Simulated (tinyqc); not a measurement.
Inside a calculation. Method: Pariser-Parr-Pople SCF with singles CI, for the molecule FC1=CC=CC=CC=N1 (SMILES; centres numbered as the heavy atoms are written). One step of it, computed by the program tinyqc.

Problem. Iteration 2: orbitals and new P. Diagonalise F (the basis is taken as orthonormal) and form P = 2 sum c c over the lowest orbitals; 0.5 of the old P is kept.

F (eV), lower triangle:
```
            1F         2C         3C         4C         5C         6C         7C         8C
1F  -20.789744
2C   -4.487269  -6.338040
3C    0.207083  -4.447080  -6.401310
4C    0.486693  -0.257957  -4.759439  -4.119012
5C   -0.040940   0.231348   0.557351  -4.733427  -5.287885
6C   -0.323163   0.222564   0.274862  -0.312833  -4.674881  -3.801600
7C   -0.020784   0.145915  -0.441357   0.285919   0.560438  -4.727434  -5.257679
8C    0.485730  -0.212751   0.048336   0.188807   0.266451  -0.329272  -4.684480  -3.806284
9N    0.160847  -4.408761   0.700814   0.029482  -0.438647   0.291976   0.591050  -4.955824

           9N
9N  -8.631702
```

pi electrons, sum of z_r less the charge = 10

P after iteration 1, lower triangle:
```
           1F         2C         3C         4C         5C         6C         7C        8C
1F   1.448629
2C   0.549230   0.920729
3C  -0.071617   0.544499   1.264830
4C  -0.257897   0.103619   0.627495   0.869080
5C   0.027214  -0.116267  -0.223912   0.620385   1.224221
6C   0.230479  -0.119942  -0.138168   0.125663   0.604886   0.852133
7C   0.013815  -0.073332   0.237843  -0.143692  -0.225082   0.618798   1.233090
8C  -0.257387   0.085460  -0.024294  -0.101750  -0.133908   0.132266   0.607427  0.846340
9N  -0.055386   0.491185  -0.278703  -0.014726   0.235100  -0.145855  -0.235126  0.633037

          9N
9N  1.340949
```

Give: orbital energies; P after iteration 2.

Solution.

orbital energies (eV): -22.236  -14.334  -12.365  -11.692  -7.914  -3.362  1.293  2.082  4.094

P after iteration 2, lower triangle:
```
        1F      2C      3C      4C      5C      6C      7C     8C
1F   1.681
2C   0.434   0.834
3C  -0.100   0.591   1.278
4C  -0.188   0.165   0.595   0.797
5C   0.035  -0.136  -0.217   0.636   1.228
6C   0.166  -0.167  -0.120   0.181   0.597   0.784
7C   0.016  -0.067   0.221  -0.146  -0.216   0.615   1.240
8C  -0.183   0.134  -0.037  -0.149  -0.134   0.193   0.621  0.752
9N  -0.079   0.505  -0.278  -0.030   0.221  -0.125  -0.232  0.596

       9N
9N  1.406
```
